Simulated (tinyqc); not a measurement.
Width and zero-phonon weight against temperature: configuration-coordinate model of a defect: Huang-Rhys factor and luminescence line shape. Computed by tinyqc, a small Python program. Command: `OMP_NUM_THREADS=1 python tinyqc.py 3029680 3029681 out.jsonl ccline walk`. One thread of a shared host (Intel(R) Xeon(R) Processor @ 2.30GHz), about 0.02 s of CPU time with the checks.

Ground state E_g(Q) = (1/2) omega_g^2 Q^2; excited state E_e(Q) = E_0 + (1/2) omega_e^2 (Q - dQ)^2 with omega_e = omega_g and E_0 = E_ZPL. Q is mass-weighted; the dipole does not depend on Q (Condon approximation).

Inputs (values chosen for the exercise, for a model defect in a wide-gap host): zero-phonon energy E_ZPL = 2 eV; displacement dQ = 0.565 u^(1/2) angstrom; ground-state phonon hbar omega_g = 60.7 meV.

Modes: equal frequencies in both states.

Constants: hbar^2/u = 4.18015928e-03 eV angstrom^2; k_B = 8.617333262e-05 eV/K.

Method:
- S = hbar omega dQ^2/(2 hbar^2/u) for each state; relaxation energy S hbar omega; absorption at E_0 + S_e hbar omega_e, emission at E_0 - S_g hbar omega_g; the Stokes shift is their difference.
- Overlaps <m_e|n_g> of harmonic-oscillator functions (Hermite recursion, positive leading coefficients) by a sum over an even grid (700 points from x = -9 to 9 + d for the small table, 1500 points from -16 to 16 + d for the thermal sums), with x = Q sqrt(omega_g/hbar), d = sqrt(2 S_g) and frequency ratio omega_e/omega_g.
- Initial levels m = 0..24 carry Boltzmann weights exp(-m hbar omega_e/k_B T), normalised; final levels n = 0..79; a line lies at E_ZPL + m hbar omega_e - n hbar omega_g with weight w_m <m|n>^2. Moments are taken over these weights without the E^3 factor; FWHM = 2 sqrt(2 ln 2) x standard deviation; the zero-phonon weight is the sum of w_m <m|m>^2.
- For comparison: FWHM(0) sqrt(coth(hbar omega_e/2 k_B T)) with FWHM(0) from the first row, and exp(-S_g coth(hbar omega_e/2 k_B T)).

S_g = 2.31773

Against temperature:
```
T (K)  mean energy (eV)  FWHM (eV)  coth law (eV)  zero-phonon weight  exp(-S coth)
35               1.8593    0.21761        0.21761             0.09850    9.8497e-02
110              1.8593    0.21797        0.21797             0.09862    9.7743e-02
210              1.8593    0.22535        0.22535             0.10093    8.3281e-02
350              1.8593    0.24893        0.24893             0.10653    4.8180e-02
560              1.8593    0.29149        0.29149             0.11084    1.5627e-02
850              1.8593    0.34749        0.34749             0.10935    2.7117e-03
1200             1.8593    0.40737        0.40737             0.10378    2.9682e-04
```

What follows from these numbers?

The width grows by a factor 1.87, flat while k_B T is well below hbar omega and as sqrt(T) above; for equal frequencies the coth law is exact. The mean energy stays fixed, as it must for equal frequencies. The zero-phonon weight goes from 0.0985 to 0.104; the single exponential assumes equal frequencies, leaves out lines that absorb and emit the same number of phonons, and falls to 2.97e-4. The rise of the weight is a feature of one sharp mode; with a spread of mode energies those lines leave the zero-phonon energy and the weight falls.
